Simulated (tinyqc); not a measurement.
Inside a calculation. Method: Pariser-Parr-Pople SCF with singles CI, for the molecule Clc1ccc[cH+]cn1 (SMILES; centres numbered as the heavy atoms are written). One step of it, computed by the program tinyqc.

Task: Iteration 3: Fock matrix. F_rr = H_rr + P_rr gamma_rr / 2 + sum_(s != r) P_ss gamma_rs; F_rs = H_rs - P_rs gamma_rs / 2; E = tr P (H + F) / 2 + core repulsion sum_(r<s) z_r z_s gamma_rs.

P after iteration 2:
```
           1Cl         2C         3C         4C         5C         6C         7C         8N
1Cl   1.843913   0.425614  -0.146762  -0.142828   0.091609   0.121133  -0.099915  -0.177977
2C    0.425614   0.774734   0.549534   0.188398  -0.167593  -0.227197   0.085529   0.586179
3C   -0.146762   0.549534   0.922629   0.714306   0.139533  -0.262327  -0.233028   0.132919
4C   -0.142828   0.188398   0.714306   0.832909   0.563515   0.154358  -0.162771  -0.195153
5C    0.091609  -0.167593   0.139533   0.563515   0.849561   0.711656   0.200416  -0.239269
6C    0.121133  -0.227197  -0.262327   0.154358   0.711656   0.886570   0.558509   0.099065
7C   -0.099915   0.085529  -0.233028  -0.162771   0.200416   0.558509   0.727722   0.689690
8N   -0.177977   0.586179   0.132919  -0.195153  -0.239269   0.099065   0.689690   1.161961
```

core matrix H (eV):
```
            1Cl          2C          3C          4C          5C          6C          7C          8N
1Cl  -58.253409   -1.740000    0.000000    0.000000    0.000000    0.000000    0.000000    0.000000
2C    -1.740000  -60.720716   -2.620000    0.000000    0.000000    0.000000    0.000000   -2.750000
3C     0.000000   -2.620000  -55.796431   -2.620000    0.000000    0.000000    0.000000    0.000000
4C     0.000000    0.000000   -2.620000  -52.290924   -2.620000    0.000000    0.000000    0.000000
5C     0.000000    0.000000    0.000000   -2.620000  -51.083907   -2.620000    0.000000    0.000000
6C     0.000000    0.000000    0.000000    0.000000   -2.620000  -51.106074   -2.620000    0.000000
7C     0.000000    0.000000    0.000000    0.000000    0.000000   -2.620000  -52.436074   -2.750000
8N     0.000000   -2.750000    0.000000    0.000000    0.000000    0.000000   -2.750000  -59.300145
```

repulsion gamma_rs (eV):
```
           1Cl         2C         3C         4C         5C         6C         7C         8N
1Cl  13.000000   7.827217   5.424513   3.684242   3.079228   3.079228   3.684242   5.474739
2C    7.827217  11.130000   7.554085   5.078081   4.233299   4.233299   5.078081   7.729436
3C    5.424513   7.554085  11.130000   7.553271   5.079867   4.234084   4.233612   5.132487
4C    3.684242   5.078081   7.553271  11.130000   7.554938   5.079247   4.233148   4.263755
5C    3.079228   4.233299   5.079867   7.554938  11.130000   7.553862   5.079247   4.264238
6C    3.079228   4.233299   4.234084   5.079247   7.553862  11.130000   7.554938   5.132188
7C    3.684242   5.078081   4.233612   4.233148   5.079247   7.554938  11.130000   7.728564
8N    5.474739   7.729436   5.132487   4.263755   4.264238   5.132188   7.728564  12.300000
```

Centres (angstrom, eV; a flat drawing with bonds scaled to 1.40 angstrom):

| centre | x | y | core charge z | W | gamma_rr |
|---|---|---|---|---|---|
| 1Cl | 2.637000 | 0.000000 | 2 | 26.000000 | 13.000000 |
| 2C | 1.237000 | 0.000000 | 1 | 11.160000 | 11.130000 |
| 3C | 0.629000 | 1.261000 | 1 | 11.160000 | 11.130000 |
| 4C | -0.736000 | 1.573000 | 1 | 11.160000 | 11.130000 |
| 5C | -1.830000 | 0.700000 | 1 | 11.160000 | 11.130000 |
| 6C | -1.830000 | -0.700000 | 1 | 11.160000 | 11.130000 |
| 7C | -0.736000 | -1.573000 | 1 | 11.160000 | 11.130000 |
| 8N | 0.629000 | -1.261000 | 1 | 14.100000 | 12.300000 |

Give: F; pi energy.

Result:

F (eV):
```
         1Cl       2C       3C       4C       5C       6C       7C       8N
1Cl  -17.742   -3.406    0.398    0.263   -0.141   -0.186    0.184    0.487
2C    -3.406  -10.751   -4.696   -0.478    0.355    0.481   -0.217   -5.015
3C     0.398   -4.696  -11.402   -5.318   -0.354    0.555    0.493   -0.341
4C     0.263   -0.478   -5.318  -11.003   -4.749   -0.392    0.345    0.416
5C    -0.141    0.355   -0.354   -4.749  -11.071   -5.308   -0.509    0.510
6C    -0.186    0.481    0.555   -0.392   -5.308  -11.199   -4.730   -0.254
7C     0.184   -0.217    0.493    0.345   -0.509   -4.730  -10.233   -5.415
8N     0.487   -5.015   -0.341    0.416    0.510   -0.254   -5.415  -13.987
```

pi energy = -128.700 eV
